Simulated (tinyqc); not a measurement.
# Permittivity of the insulator from five potentials

Question. A node lies on a semiconductor-insulator interface. Steps: hs = tb/1 down into the semiconductor, ho = tox/1 up into the insulator, hy = L/4 sideways. The flux balance of its box reads eox (hy/ho)(above - node) + eps_r (hy/hs)(below - node) + [(eps_r hs + eox ho)/(2 hy)](left + right - 2 node) - q Na (hs/2) hy/eps0 = 0. Find eox.

Parameters, values chosen for the exercise; semiconductor permittivity close to that of silicon:
```
symbol  value   unit                                     meaning
eps_r    11.6         relative permittivity of the semiconductor
tb          5     nm                              body thickness
tox         3     nm                         insulator thickness
L          23     nm                              channel length
Na          0  cm^-3       acceptor density of the depleted body
```

Constants: q = 1.602176634e-19 C, eps0 = 8.8541878128e-14 F/cm where lengths are in cm. Results are converted to the units shown.

psi (V): node 0.25132210, above 0.1, below 0.36355813, left 0.15555128, right 0.8

Solution. The balance is linear in eox.

eox = 22.00

Numbers from tinyqc (`OMP_NUM_THREADS=1 python tinyqc.py 2480007 2480008 out.jsonl`; about 0.09 s on one thread of a shared Intel Xeon 2.30GHz).
